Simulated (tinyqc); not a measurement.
## Gate-all-around wire with two subbands, quantum capacitance: effect of the gate voltage

phi is the Fermi level above the lowest subband edge, in volts; Vg is counted from the gate voltage at which an empty wire would have phi = 0. Both directions of motion are filled (equilibrium).

N1 = gv sqrt(2 md m0 kB T/(pi hbar^2)); n1 = N1 F(phi/Vt), n2 = g2 N1 F((phi - E2)/Vt), n = n1 + n2, F(e) = (1/sqrt(pi)) int_0^infinity u^(-1/2) du/(1 + exp(u - e)); Cq = q dn/dphi = (q N1/Vt) [F'(phi/Vt) + g2 F'((phi - E2)/Vt)]. Cox = 2 pi eps0 eox/ln(1 + tox/rw) per length; Vg = phi + q n/Cox. 1/C_G = 1/Cox + 1/(Cq); dphi/dVg = Cox/(Cox + Cq).

Values chosen for this exercise:
```
symbol,value,unit,meaning
T,300,K,temperature
eox,7.39,,relative permittivity of the gate insulator (close to silicon nitride)
tox,5.1,nm,insulator thickness
md,0.045,m0,mass along the wire
gv,1,,valley degeneracy
E2,0.17,eV,second subband above the first
g2,2,,orbital degeneracy of the second subband
rw,2.2,nm,radius of the wire
```

Constants: q = 1.602176634e-19 C, kB = 1.380649e-23 J/K, hbar = 1.054571817e-34 J s, m0 = 9.1093837015e-31 kg, Vt = kB T/q, eps0 = 8.8541878128e-14 F/cm where lengths are in cm. Results are converted to the units shown.

The same in every row: Cox (pF/cm) = 3.4277.

Result of one run:
```
Vg (V)   phi (V)  n (cm^-1)  Cq (pF/cm)  C_G (pF/cm)  dphi/dVg  share of the second band (%)
0.13    0.057268   1.5560e6      2.6351       1.4898   0.56537                        1.6037
```

What becomes of these results when the gate voltage Vg is changed from 0.13 to 0.69 V, all else the same?

Result of the changed run:
```
Vg (V)  phi (V)  n (cm^-1)  Cq (pF/cm)  C_G (pF/cm)  dphi/dVg  share of the second band (%)
0.69    0.29331   8.4868e6      4.4150       1.9296   0.43706                        55.996
```

The whole series:
```
Vg (V)     phi (V)  n (cm^-1)  Cq (pF/cm)  C_G (pF/cm)  dphi/dVg  share of the second band (%)
-0.2      -0.20002     431.22   0.0026717    0.0026696   0.99922                       0.27802
-0.09    -0.091324      28316     0.17196      0.16375   0.95223                       0.28364
0.02    -0.0048166   5.3093e5      2.1928       1.3373   0.60986                       0.42921
0.13      0.057268   1.5560e6      2.6351       1.4898   0.56537                        1.6037
0.24       0.11921   2.5842e6      3.1490       1.6412   0.52119                        9.7443
0.36       0.17085   4.0466e6      6.0828       2.1923   0.36041                        30.087
0.47       0.20855   5.5935e6      6.6206       2.2584   0.34112                        43.902
0.58       0.24812   7.1002e6      5.5075       2.1128   0.38362                        51.691
0.69       0.29331   8.4868e6      4.4150       1.9296   0.43706                        55.996
0.8        0.34388   9.7581e6      3.7056       1.7806   0.48052                        58.521
```

As Vg goes from -0.2 to 0.8, Cq goes from 0.00267 through a maximum of 6.62 (at Vg = 0.47 among the rows listed) to 3.71 pF/cm, C_G/Cox goes from 7.79e-4 through a maximum of 0.659 (at Vg = 0.47 among the rows listed) to 0.519 and n rises from 431 to 9.76e6 cm^-1. Cq is below Cox for Vg = -0.2, -0.09, 0.02, 0.13, 0.24; there the density of states limits the response dn/dVg more than the insulator does. The peak of Cq mirrors the inverse-square-root peak of the density of states at a subband edge. For Vg = 0.8 phi exceeds 0.3 V, where non-parabolicity and further bands matter for so light a mass.

Numbers from tinyqc (`OMP_NUM_THREADS=1 python tinyqc.py 2200112 2200113 out.jsonl`; about 0.01 s on one thread of a shared Intel Xeon 2.30GHz).
